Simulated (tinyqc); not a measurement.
Choice of the surrounding dielectric: dielectric confinement in a thin film (image charges).

A film |z| < t/2 of dielectric constant eps between half-spaces of dielectric constant e2; lam = (eps - e2)/(eps + e2), q = e^2/(4 pi eps0). The self-energy of a band edge is taken with the high-frequency value, e2 = eh, and the field of a fixed ion with the static one, e2 = eo. A charge at z has images lam^|n| at n t + (-1)^n z. Its self-energy is S(z) = (q/2 eps) sum over n >= 1 of lam^n [1/(n t - 2z) + 1/(n t + 2z)] for odd n and 2 lam^n/(n t) for even n; at the centre S(0) = -(q/(eps t)) ln(1 - lam).

Donor at the centre, lam from the static eo, trial function cos(pi z/t) exp(-rho/l): E(l) = c/(m l^2) - (q/eps) times the integral over k of F(k t) (1 + (k l/2)^2)^(-3/2), with F(x) = F0 + 2 lam exp(-x) G/(1 - lam exp(-x)), F0 = 2[(1 - exp(-x/2))/x + x (1 + exp(-x/2))/(x^2 + 4 pi^2)], G = 2 sinh(x/2)[1/x - x/(x^2 + 4 pi^2)]; c = hbar^2/2m0. The binding energy is -E at the minimum, counted from the subband edge with its self-energy.

Constants: e^2/(4 pi eps0) = 14.39964547 eV angstrom; hbar^2/2m0 = 3.80998211 eV angstrom^2; Ry = 13.60569312 eV.

Inputs chosen for the exercise (out of a larger set: near those of a Si (100) film, two-fold valleys, between layers of Si3N4; not measured data):
```
symbol  value  unit      meaning
t       72     angstrom  film thickness
eps     11.7             dielectric constant of the film
m       0.187  m0        mass in the plane
```

The same film between different dielectrics; in this table one value e2 serves for both eo and eh.

Results:
```
case         lam  <S> (meV)  binding (meV)  l (angstrom)
e2 = 1     0.843       34.8           92.4          30.7
e2 = 2.5   0.648       20.3           65.6          31.4
e2 = 3.9   0.500       13.7           54.1          31.9
e2 = 7.5   0.219        5.0           39.7          32.8
e2 = 16   -0.155       -3.0           27.4          34.1
e2 = 25   -0.362       -6.6           22.4          34.9
e2 = 80   -0.745      -12.3           15.0          36.4
```

The binding spans a factor 6.2, from 92 meV in vacuum to 15.0 meV for e2 = 80; going from 3.9 to 25 changes it by -31.7 meV and the band edge by -20.4 meV, so the binding responds 1.56 times as much as the edge (for an orbit much smaller than t the binding would change by twice the change of S(0), -34.3 meV; here l/t = 0.44 for e2 = 3.9).

Program tinyqc; command `OMP_NUM_THREADS=1 python tinyqc.py 1252694 1252695 out.jsonl`; about 0.03 s on one thread of a shared Intel(R) Xeon(R) Processor @ 2.30GHz.
